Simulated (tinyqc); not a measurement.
RHF in the sto-6g basis, for BeH+, spin multiplicity 1, step by step (part 2 of 2). Computed by tinyqc, a small Python program that keeps every step (integrals from PySCF). Command: `OMP_NUM_THREADS=1 python tinyqc.py 23894 23895 out.jsonl` (the two numbers bound the seeds that draw the settings). One thread of a shared host (Intel(R) Xeon(R) Processor @ 2.60GHz), about 0.1 s of CPU time with the checks.

Geometry (angstrom):
```
atom        x        y        z
Be    0.00000  0.00000  0.00000
H     0.00000  0.00000  1.40000
```

## Iteration 4: building the Fock matrix

D after iteration 3, order 1Be 1s, 1Be 2s, 1Be 2px, 1Be 2py, 1Be 2pz, 2H 1s:
$$\begin{pmatrix}
2.05183 & -0.17658 & 0.00000 & 0.00000 & -0.10397 & -0.19004 \\
-0.17658 & 0.63992 & 0.00000 & 0.00000 & 0.30456 & 0.56844 \\
0.00000 & 0.00000 & 0.00000 & 0.00000 & 0.00000 & 0.00000 \\
0.00000 & 0.00000 & 0.00000 & 0.00000 & 0.00000 & 0.00000 \\
-0.10397 & 0.30456 & 0.00000 & 0.00000 & 0.14515 & 0.27088 \\
-0.19004 & 0.56844 & 0.00000 & 0.00000 & 0.27088 & 0.50550
\end{pmatrix}$$

core Hamiltonian H = T + V (hartree), order 1Be 1s, 1Be 2s, 1Be 2px, 1Be 2py, 1Be 2pz, 2H 1s:
$$\begin{pmatrix}
-8.32402 & -1.95441 & 0.00000 & 0.00000 & -0.01736 & -0.49207 \\
-1.95441 & -2.43712 & 0.00000 & 0.00000 & -0.14108 & -1.10205 \\
0.00000 & 0.00000 & -1.95947 & 0.00000 & 0.00000 & 0.00000 \\
0.00000 & 0.00000 & 0.00000 & -1.95947 & 0.00000 & 0.00000 \\
-0.01736 & -0.14108 & 0.00000 & 0.00000 & -2.06868 & -1.16721 \\
-0.49207 & -1.10205 & 0.00000 & 0.00000 & -1.16721 & -1.97382
\end{pmatrix}$$

Two-electron integrals (ij|kl) in chemists' order, unique and non-zero (hartree):
```
(11|11) 2.30000   (21|11) 0.36188   (21|21) 0.07193   (22|11) 0.57033
(22|21) 0.13965   (22|22) 0.41777   (31|31) 0.01525   (32|31) 0.02255
(32|32) 0.09234   (33|11) 0.57033   (33|21) 0.13965   (33|22) 0.41777
(33|33) 0.45012   (41|41) 0.01525   (42|41) 0.02255   (42|42) 0.09234
(43|43) 0.02426   (44|11) 0.57033   (44|21) 0.13965   (44|22) 0.41777
(44|33) 0.40160   (44|44) 0.45012   (51|51) 0.01525   (52|51) 0.02255
(52|52) 0.09234   (53|53) 0.02426   (54|54) 0.02426   (55|11) 0.57033
(55|21) 0.13965   (55|22) 0.41777   (55|33) 0.40160   (55|44) 0.40160
(55|55) 0.45012   (61|11) 0.09237   (61|21) 0.01782   (61|22) 0.03441
(61|33) 0.03412   (61|44) 0.03412   (61|51) 0.00176   (61|52) 0.00340
(61|55) 0.03497   (61|61) 0.00467   (62|11) 0.20942   (62|21) 0.05202
(62|22) 0.16795   (62|33) 0.16176   (62|44) 0.16176   (62|51) 0.00727
(62|52) 0.04184   (62|55) 0.18032   (62|61) 0.01421   (62|62) 0.09839
(63|31) 0.00517   (63|32) 0.02315   (63|53) 0.00738   (63|63) 0.00936
(64|41) 0.00517   (64|42) 0.02315   (64|54) 0.00738   (64|64) 0.00936
(65|11) 0.22114   (65|21) 0.05566   (65|22) 0.18790   (65|33) 0.17687
(65|44) 0.17687   (65|51) 0.01181   (65|52) 0.06535   (65|55) 0.20995
(65|61) 0.01599   (65|62) 0.12553   (65|65) 0.16585   (66|11) 0.37525
(66|21) 0.09515   (66|22) 0.34197   (66|33) 0.31724   (66|44) 0.31724
(66|51) 0.01609   (66|52) 0.11730   (66|55) 0.39142   (66|61) 0.02697
(66|62) 0.25175   (66|65) 0.34163   (66|66) 0.77500
```

nuclear repulsion = 1.5119349 hartree

J_ij = sum D_kl (ij|kl), K_ij = sum D_kl (ik|jl); F = H + J - 0.5 K; E = tr D H + tr D J / 2 - 0.25 tr D K + E_nn.

Coulomb J (hartree), order 1Be 1s, 1Be 2s, 1Be 2px, 1Be 2py, 1Be 2pz, 2H 1s:
$$\begin{pmatrix}
5.55162 & 0.95737 & 0.00000 & 0.00000 & 0.03270 & 0.24872 \\
0.95737 & 1.90140 & 0.00000 & 0.00000 & 0.19252 & 0.87066 \\
0.00000 & 0.00000 & 1.87366 & 0.00000 & 0.00000 & 0.00000 \\
0.00000 & 0.00000 & 0.00000 & 1.87366 & 0.00000 & 0.00000 \\
0.03270 & 0.19252 & 0.00000 & 0.00000 & 1.95689 & 1.02133 \\
0.24872 & 0.87066 & 0.00000 & 0.00000 & 1.02133 & 1.93289
\end{pmatrix}$$

exchange K (hartree), order 1Be 1s, 1Be 2s, 1Be 2px, 1Be 2py, 1Be 2pz, 2H 1s:
$$\begin{pmatrix}
4.62810 & 0.73776 & 0.00000 & 0.00000 & 0.00048 & 0.19269 \\
0.73776 & 0.62257 & 0.00000 & 0.00000 & 0.38712 & 0.62465 \\
0.00000 & 0.00000 & 0.11902 & 0.00000 & 0.00000 & 0.00000 \\
0.00000 & 0.00000 & 0.00000 & 0.11902 & 0.00000 & 0.00000 \\
0.00048 & 0.38712 & 0.00000 & 0.00000 & 0.41514 & 0.58451 \\
0.19269 & 0.62465 & 0.00000 & 0.00000 & 0.58451 & 1.01753
\end{pmatrix}$$

Fock matrix F (hartree), order 1Be 1s, 1Be 2s, 1Be 2px, 1Be 2py, 1Be 2pz, 2H 1s:
$$\begin{pmatrix}
-5.08645 & -1.36592 & 0.00000 & 0.00000 & 0.01510 & -0.33970 \\
-1.36592 & -0.84700 & 0.00000 & 0.00000 & -0.14212 & -0.54371 \\
0.00000 & 0.00000 & -0.14532 & 0.00000 & 0.00000 & 0.00000 \\
0.00000 & 0.00000 & 0.00000 & -0.14532 & 0.00000 & 0.00000 \\
0.01510 & -0.14212 & 0.00000 & 0.00000 & -0.31935 & -0.43814 \\
-0.33970 & -0.54371 & 0.00000 & 0.00000 & -0.43814 & -0.54969
\end{pmatrix}$$

total energy of this density = -14.8199999 hartree

## Iteration 4: DIIS over 4 matrices

error matrix X^T (FDS - SDF) X:
$$\begin{pmatrix}
0.00000 & -0.00146 & 0.00000 & 0.00000 & -0.00352 & 0.00234 \\
0.00146 & 0.00000 & 0.00000 & 0.00000 & 0.00989 & 0.00036 \\
0.00000 & 0.00000 & 0.00000 & 0.00000 & 0.00000 & 0.00000 \\
0.00000 & 0.00000 & 0.00000 & 0.00000 & 0.00000 & 0.00000 \\
0.00352 & -0.00989 & 0.00000 & 0.00000 & 0.00000 & -0.01082 \\
-0.00234 & -0.00036 & 0.00000 & 0.00000 & 0.01082 & 0.00000
\end{pmatrix}$$

B (overlaps of the stored error matrices):
$$\begin{pmatrix}
2.2939307e-01 & 5.0215100e-02 & 1.2619192e-02 & 4.3887683e-03 \\
5.0215100e-02 & 3.9344317e-02 & 6.8537259e-03 & 1.8714315e-03 \\
1.2619192e-02 & 6.8537259e-03 & 3.4297717e-03 & 1.2351911e-03 \\
4.3887683e-03 & 1.8714315e-03 & 1.2351911e-03 & 4.6985387e-04
\end{pmatrix}$$

Minimise |sum c_i e_i|^2 with sum c_i = 1: solve [B -1; -1 0][c; lambda] = [0; -1] with B_ij = tr e_i^T e_j, and take F = sum c_i F_i.

DIIS coefficients: [-0.00456, 0.04057, -0.63137, 1.59536]

extrapolated F (hartree), order 1Be 1s, 1Be 2s, 1Be 2px, 1Be 2py, 1Be 2pz, 2H 1s:
$$\begin{pmatrix}
-5.08511 & -1.36621 & 0.00000 & 0.00000 & 0.01614 & -0.33988 \\
-1.36621 & -0.84172 & 0.00000 & 0.00000 & -0.14327 & -0.54126 \\
0.00000 & 0.00000 & -0.14423 & 0.00000 & 0.00000 & 0.00000 \\
0.00000 & 0.00000 & 0.00000 & -0.14423 & 0.00000 & 0.00000 \\
0.01614 & -0.14327 & 0.00000 & 0.00000 & -0.32439 & -0.44135 \\
-0.33988 & -0.54126 & 0.00000 & 0.00000 & -0.44135 & -0.54724
\end{pmatrix}$$

## Iteration 4: diagonalisation and new density

X, order 1Be 1s, 1Be 2s, 1Be 2px, 1Be 2py, 1Be 2pz, 2H 1s:
$$\begin{pmatrix}
1.02648 & -0.14177 & 0.00000 & 0.00000 & -0.01014 & 0.01952 \\
-0.14177 & 1.13939 & 0.00000 & 0.00000 & 0.12979 & -0.32071 \\
0.00000 & 0.00000 & 1.00000 & 0.00000 & 0.00000 & 0.00000 \\
0.00000 & 0.00000 & 0.00000 & 1.00000 & 0.00000 & 0.00000 \\
-0.01014 & 0.12979 & 0.00000 & 0.00000 & 1.14800 & -0.36689 \\
0.01952 & -0.32071 & 0.00000 & 0.00000 & -0.36689 & 1.25839
\end{pmatrix}$$

Diagonalise F' = X^T F X, C = X C', fill 2 alpha and 2 beta electrons from the bottom; D = 2 C_occ C_occ^T. Each column has its largest component positive (the first on a tie).

F' = X^T F X (hartree):
$$\begin{pmatrix}
-4.98867 & -0.66540 & 0.00000 & 0.00000 & 0.02168 & -0.04567 \\
-0.66540 & -0.45689 & 0.00000 & 0.00000 & 0.01746 & -0.36080 \\
0.00000 & 0.00000 & -0.14423 & 0.00000 & 0.00000 & 0.00000 \\
0.00000 & 0.00000 & 0.00000 & -0.14423 & 0.00000 & 0.00000 \\
0.02168 & 0.01746 & 0.00000 & 0.00000 & -0.13456 & -0.36490 \\
-0.04567 & -0.36080 & 0.00000 & 0.00000 & -0.36490 & -0.18789
\end{pmatrix}$$

orbital energies (hartree): MO1 -5.08632, MO2 -0.72875, MO3 -0.26283, MO4 -0.14423, MO5 -0.14423, MO6 0.30991

coefficients C, order 1Be 1s, 1Be 2s, 1Be 2px, 1Be 2py, 1Be 2pz, 2H 1s:
$$\begin{pmatrix}
0.99565 & -0.18262 & -0.19119 & 0.00000 & 0.00000 & 0.11409 \\
0.01680 & 0.55365 & 0.76080 & 0.00000 & 0.00000 & -0.74323 \\
0.00000 & 0.00000 & 0.00000 & 0.90652 & -0.42216 & 0.00000 \\
0.00000 & 0.00000 & 0.00000 & 0.42216 & 0.90652 & 0.00000 \\
-0.00245 & 0.29154 & -0.63379 & 0.00000 & 0.00000 & -0.99135 \\
-0.00093 & 0.49906 & -0.23732 & 0.00000 & 0.00000 & 1.23126
\end{pmatrix}$$

D after iteration 4, order 1Be 1s, 1Be 2s, 1Be 2px, 1Be 2py, 1Be 2pz, 2H 1s:
$$\begin{pmatrix}
2.04934 & -0.16877 & 0.00000 & 0.00000 & -0.11137 & -0.18413 \\
-0.16877 & 0.61362 & 0.00000 & 0.00000 & 0.32274 & 0.55258 \\
0.00000 & 0.00000 & 0.00000 & 0.00000 & 0.00000 & 0.00000 \\
0.00000 & 0.00000 & 0.00000 & 0.00000 & 0.00000 & 0.00000 \\
-0.11137 & 0.32274 & 0.00000 & 0.00000 & 0.17001 & 0.29100 \\
-0.18413 & 0.55258 & 0.00000 & 0.00000 & 0.29100 & 0.49813
\end{pmatrix}$$

Within a degenerate level the vectors are fixed only up to a rotation; this is one choice.

## Iteration 7 (converged): orbitals

converged F (hartree), order 1Be 1s, 1Be 2s, 1Be 2px, 1Be 2py, 1Be 2pz, 2H 1s:
$$\begin{pmatrix}
-5.08635 & -1.36638 & 0.00000 & 0.00000 & 0.01595 & -0.34003 \\
-1.36638 & -0.84105 & 0.00000 & 0.00000 & -0.14304 & -0.54059 \\
0.00000 & 0.00000 & -0.14451 & 0.00000 & 0.00000 & 0.00000 \\
0.00000 & 0.00000 & 0.00000 & -0.14451 & 0.00000 & 0.00000 \\
0.01595 & -0.14304 & 0.00000 & 0.00000 & -0.32578 & -0.44191 \\
-0.34003 & -0.54059 & 0.00000 & 0.00000 & -0.44191 & -0.54702
\end{pmatrix}$$

As before.

F' = X^T F X (hartree):
$$\begin{pmatrix}
-4.98992 & -0.66547 & 0.00000 & 0.00000 & 0.02148 & -0.04584 \\
-0.66547 & -0.45635 & 0.00000 & 0.00000 & 0.01764 & -0.36030 \\
0.00000 & 0.00000 & -0.14451 & 0.00000 & 0.00000 & 0.00000 \\
0.00000 & 0.00000 & 0.00000 & -0.14451 & 0.00000 & 0.00000 \\
0.02148 & 0.01764 & 0.00000 & 0.00000 & -0.13587 & -0.36524 \\
-0.04584 & -0.36030 & 0.00000 & 0.00000 & -0.36524 & -0.18763
\end{pmatrix}$$

orbital energies (hartree): MO1 -5.08755, MO2 -0.72829, MO3 -0.26368, MO4 -0.14451, MO5 -0.14451, MO6 0.30976

coefficients C, order 1Be 1s, 1Be 2s, 1Be 2px, 1Be 2py, 1Be 2pz, 2H 1s:
$$\begin{pmatrix}
0.99566 & -0.18230 & -0.19141 & 0.00000 & 0.00000 & 0.11414 \\
0.01675 & 0.55248 & 0.76139 & 0.00000 & 0.00000 & -0.74350 \\
0.00000 & 0.00000 & 0.00000 & 0.96445 & -0.26428 & 0.00000 \\
0.00000 & 0.00000 & 0.00000 & 0.26428 & 0.96445 & 0.00000 \\
-0.00242 & 0.29304 & -0.63383 & 0.00000 & 0.00000 & -0.99088 \\
-0.00091 & 0.49910 & -0.23567 & 0.00000 & 0.00000 & 1.23156
\end{pmatrix}$$

D after iteration 7, order 1Be 1s, 1Be 2s, 1Be 2px, 1Be 2py, 1Be 2pz, 2H 1s:
$$\begin{pmatrix}
2.04915 & -0.16807 & 0.00000 & 0.00000 & -0.11166 & -0.18380 \\
-0.16807 & 0.61102 & 0.00000 & 0.00000 & 0.32371 & 0.55146 \\
0.00000 & 0.00000 & 0.00000 & 0.00000 & 0.00000 & 0.00000 \\
0.00000 & 0.00000 & 0.00000 & 0.00000 & 0.00000 & 0.00000 \\
-0.11166 & 0.32371 & 0.00000 & 0.00000 & 0.17176 & 0.29252 \\
-0.18380 & 0.55146 & 0.00000 & 0.00000 & 0.29252 & 0.49821
\end{pmatrix}$$

Within a degenerate level the vectors are fixed only up to a rotation; this is one choice.

## Convergence

Stop when the energy changes by less than 1e-09 hartree and every element of the error matrix X^T (F D S - S D F) X is below 9e-06.

Course of the cycle:
```
iteration  E (hartree)     change  largest element of the error matrix
1          -12.7829741          -                             2.58e-01
2          -14.7987938  -2.02e+00                             8.58e-02
3          -14.8177765  -1.90e-02                             2.68e-02
4          -14.8199999  -2.22e-03                             1.08e-02
5          -14.8203576  -3.58e-04                             7.33e-04
6          -14.8203593  -1.75e-06                             3.17e-05
7          -14.8203593  -6.43e-10                             1.84e-06
```

PySCF RHF in the same basis = -14.8203593 hartree

Converged in 7 iterations.

## Populations, bond orders and dipole

overlap S, order 1Be 1s, 1Be 2s, 1Be 2px, 1Be 2py, 1Be 2pz, 2H 1s:
$$\begin{pmatrix}
1.00000 & 0.25476 & 0.00000 & 0.00000 & 0.00000 & 0.06312 \\
0.25476 & 1.00000 & 0.00000 & 0.00000 & 0.00000 & 0.43674 \\
0.00000 & 0.00000 & 1.00000 & 0.00000 & 0.00000 & 0.00000 \\
0.00000 & 0.00000 & 0.00000 & 1.00000 & 0.00000 & 0.00000 \\
0.00000 & 0.00000 & 0.00000 & 0.00000 & 1.00000 & 0.50769 \\
0.06312 & 0.43674 & 0.00000 & 0.00000 & 0.50769 & 1.00000
\end{pmatrix}$$

Mulliken: Z minus the diagonal of D S on the atom; Loewdin: the same with S^(1/2) D S^(1/2); Mayer order: 2 sum_s sum (D(s) S)_ij (D(s) S)_ji over the two atoms.

Charges (e):
```
atom  Mulliken  Loewdin
1Be    0.87596  0.90278
2H     0.12404  0.09722
```

Mayer bond orders:
```
pair    order
2-1   0.98461
```

dipole moment about the origin, x y z (debye): [0.00000, 0.00000, -2.52221]
